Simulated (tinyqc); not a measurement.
Inside a calculation. Model: capacitance measurement on a leaky thin oxide: effects of series resistance and leakage.

Computed by the program tinyqc: `OMP_NUM_THREADS=1 python tinyqc.py 2022089 2022090 out.jsonl`, one thread of a shared Intel Xeon 2.30GHz, about 0.01 s for the whole run. Printed values are rounded.

The device is a capacitance C in parallel with a leakage conductance G, in series with Rs and Ls. An impedance meter reports either a parallel pair (Cp, Gp) from Y = 1/Z = Gp + i w Cp or a series pair (Cs, Rm) from Z = Rm + 1/(i w Cs); w = 2 pi f, dissipation D = Gp/(w |Cp|).

Inputs (values chosen for the exercise); values of the order met in thin-oxide MOS capacitors: relative permittivity of the gate insulator (close to silicon dioxide) eox = 3.9; insulator thickness tox = 1.8 nm; gate area A = 100 um^2; oxide-equivalent thickness added by the accumulation layer zc = 0.31 nm; oxide-equivalent thickness added by gate depletion zp = 0 nm; gate leakage current density, not matched to the thickness Jg = 0.00013 A/cm^2; voltage for an e-fold rise of the leakage Vs = 0.32 V; series resistance Rs = 410 ohm; series inductance Ls = 31 nH; measuring frequency f = 50000 Hz.

Constants: eps0 = 8.8541878128e-14 F/cm where lengths are in cm. Results are converted to the units shown.

## True capacitance and conductance

EOT = 3.9 tox/eox; CET = EOT + zc + zp; C = 3.9 eps0 A/CET; G = Jg A/Vs.

EOT = 1.8 nm
CET = 2.11 nm
C = 1.63656 pF
G = 4.06250e-4 uS

## What the meter reports

Z = Rs + i w Ls + 1/(G + i w C).

Z = (0.00195-1.94500i) x 1e6 ohm
Cp = 1.63656 pF
Gp = 5.14629e-4 uS
Cs = 1.63656 pF
D = 0.00100095

Cp is within 0.01 % of C and Cs is within 0.01 % of it; G Rs = 1.67e-7, w C Rs = 2.11e-4 and G/(w C) = 7.90e-4.
